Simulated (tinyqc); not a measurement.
Inside a calculation: Brillouin zone and empty-lattice bands of the fcc structure. Values are carried at full precision from step to step, so a last printed digit may differ when a step is redone from the rounded ones.

Primitive vectors a (0,1/2,1/2), a (1/2,0,1/2), a (1/2,1/2,0); one atom. Reciprocal vectors obey a_i.b_j = 2 pi delta_ij; k is given in units of 2 pi/a. Empty-lattice levels are c0 (2 pi/a)^2 |k + G|^2, c0 = hbar^2/2m0. Points: X = (1, 0, 0), L = (0.5, 0.5, 0.5), K = (0.75, 0.75, 0), W = (1, 0.5, 0), U = (1, 0.25, 0.25).

Constants: hbar^2/2m0 = 3.80998211 eV angstrom^2; a0 (Bohr radius) = 0.5291772105 angstrom.

Parameters, chosen for this exercise (out of a larger set: lattice near that of Ag; not measured data):
```
symbol  value  unit      meaning
a       4.072  angstrom  lattice constant
Z       1                free electrons per atom
V1      1.13   eV        atomic form factor on the shell that bounds the zone
```

## Reciprocal lattice

Give b1, b2, b3, the cell volume, the zone volume (2 pi)^3/V and the energy unit c0 (2 pi/a)^2.

b1, b2, b3 as rows (2 pi/a):
$$\begin{pmatrix}
-1.0000 & 1.0000 & 1.0000 \\
1.0000 & -1.0000 & 1.0000 \\
1.0000 & 1.0000 & -1.0000
\end{pmatrix}$$

cell volume = 16.880 angstrom^3
zone volume = 14.6952 1/angstrom^3
energy unit = 9.0712 eV

## Shells of G and Bragg planes

List the first six shells of G with their number, the structure factor |sum over atoms of exp(i G.tau)|/(atoms per cell), and the distance |G|/2 of the Bragg plane from Gamma.

Shells:
```
|G|^2 ((2 pi/a)^2)  number  structure factor  |G|/2 (2 pi/a)
3.0000                   8            1.0000          0.8660
4.0000                   6            1.0000          1.0000
8.0000                  12            1.0000          1.4142
11.0000                 24            1.0000          1.6583
12.0000                  8            1.0000          1.7321
16.0000                  6            1.0000          2.0000
```

No structure factor vanishes among these shells.

## The free-electron sphere

n = Z/V, kF = (3 pi^2 n)^(1/3), EF = c0 kF^2, rs = (3/(4 pi n))^(1/3)/a0; compare kF with |k| of the points on the zone surface.

n = 0.05924 1/angstrom^3
kF = 0.7816 2 pi/a
EF = 5.542 eV
rs = 3.007

Points:
```
point  |k| (2 pi/a)  kF/|k|  lowest level (eV)  levels below EF
X            1.0000   0.782              9.071                0
L            0.8660   0.903              6.803                0
K            1.0607   0.737             10.205                0
W            1.1180   0.699             11.339                0
U            1.0607   0.737             10.205                0
```

The sphere lies wholly inside the first zone; it comes closest to the surface at L (90 % of the way). Free electrons ignore the d bands of this metal.

## Empty-lattice levels at Gamma, W and L

Give the five lowest values of |k + G|^2 with their degeneracy (spin not counted).

Levels:
```
point  |k + G|^2  degeneracy  E (eV)
Gamma     0.0000           1   0.000
Gamma     3.0000           8  27.214
Gamma     4.0000           6  36.285
Gamma     8.0000          12  72.570
Gamma    11.0000          24  99.784
W         1.2500           4  11.339
W         3.2500           4  29.482
W         5.2500           8  47.624
W         7.2500          12  65.767
W         9.2500           4  83.909
L         0.7500           2   6.803
L         2.7500           6  24.946
L         4.7500           6  43.088
L         6.7500           8  61.231
L         8.7500          12  79.373
```

The lowest level is 4-fold at W and 2-fold at L: as many zones meet there, and these are the lowest sets at these points on which a weak potential acts.

## The gap at L

At L two waves k and k - G with G = 2k are degenerate at E0. With V = |V1| x structure factor of G the levels are E0 -/+ V, and the masses normal to the face are 1/(1 -/+ 2 E0/V).

structure factor = 1.0000
E0 = 6.803 eV

levels (eV): [5.673, 7.933]

masses normal to the face, lower and upper (m0): [-0.0906, 0.0767]

EF of the free sphere, 5.54 eV, lies below the gap: the surface bulges towards the face without touching it (EF = c0 (3 pi^2 n)^(2/3) for 1 electron a cell; its shift by the potential is neglected). The margin is small against the gap, so that shift, which lowers EF, could change this verdict. The noble metals have larger gaps at L, through their d bands, and necks there.

## Checks

- a_i.b_j/(2 pi) against the unit matrix: they agree to 1e-10 or better.

(tinyqc, `OMP_NUM_THREADS=1 python tinyqc.py 1850003 1850004 out.jsonl`, Intel(R) Xeon(R) Processor @ 2.30GHz, 1 thread, shared host, about 0.01 s.)
